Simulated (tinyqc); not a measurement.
Equilibrium and kinetic segregation of a solute to boundaries and growing surfaces: one step, computed by the program tinyqc.

Problem. How fast the boundary fills. McLean kinetics from a uniform start, fed from both sides, with a constant enrichment beta = theta_inf/x0: (theta - x0)/(theta_inf - x0) = 1 - exp(s^2) erfc(s), s = 2 sqrt(D t)/(beta delta); half filling at s = 0.7691, t = (0.7691 beta delta/2)^2/D. D is an input and does not follow T.

Inputs (values chosen for the exercise, for a model alloy):
```
quantity                   value   unit
total solute fraction x0  0.0054      -
temperature T               1100      K
boundary thickness delta    0.63     nm
bulk diffusivity D         4e-17  m^2/s
anneal time t                 73      s
```

coverage theta_inf = 0.8818960

Give: s; degree of filling; time to half filling; diffusion length sqrt(D t).

Solution.

s = 1.050

degree of filling = 0.5858

time to half filling = 39.14 s

diffusion length sqrt(D t) = 54.04 nm
